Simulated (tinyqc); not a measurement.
Inside a calculation. Method: lattice vibrations of a chain. Computed by tinyqc, a small Python program that keeps every step. Command: `OMP_NUM_THREADS=1 python tinyqc.py 21624 21625 out.jsonl` (the two numbers bound the seeds that draw the settings). One thread of a shared host (Intel(R) Xeon(R) Processor @ 2.60GHz), about 0.01 s of CPU time with the checks.

## Dynamical matrix at q = 0.32

A chain moving along its axis:
```
atom    mass (u)  spring to the next atom (eV/angstrom^2)
1      41.300000                                 5.300000
2     117.200000                                21.800000
```

q is in units of 2 pi/a. A spring k from atom i to atom j, n cells on, adds k to Phi_ii and Phi_jj, -k exp(2 pi i q n) to Phi_ij and the conjugate to Phi_ji (for one atom a cell: 2k (1 - cos 2 pi q n)); D_ij = Phi_ij / sqrt(m_i m_j).

D(q) (eV/(angstrom^2 u)):
```
[[0.656174, 0.057235+0.283520i],
 [0.057235-0.283520i, 0.231229]]
```

## Frequencies

omega^2 are the eigenvalues; wavenumber = 521.4708 sqrt(eigenvalue) 1/cm.

eigenvalues: [0.084809, 0.802594]

wavenumbers (1/cm): [151.9, 467.2]

weights |e|^2 of the mass-weighted modes, order atom 1, atom 2:
```
[[0.203988, 0.796012],
 [0.796012, 0.203988]]
```

## Dispersion and heat capacity

C/k_B per atom = mean over q = (j + 1/2)/80, j = 0..39 and all branches of y^2 e^y/(e^y - 1)^2, y = hc wavenumber / k_B T.

Wavenumbers (1/cm):
```
q           branch 1    branch 2
0.000000    0.000000  491.236318
0.062500   33.448121  490.096260
0.125000   66.058583  486.774469
0.187500   96.937258  481.576877
0.250000  125.073631  475.047058
0.312500  149.284488  468.003485
0.375000  168.197604  461.543808
0.437500  180.361538  456.927605
0.500000  184.576160  455.241432
```

Heat capacity:
```
T (K)  C/k_B per atom
20           0.086775
50           0.235033
100          0.414451
200          0.672419
300          0.815369
600          0.945535
1200         0.985763
```

zero-point energy per atom = 18.240066 meV
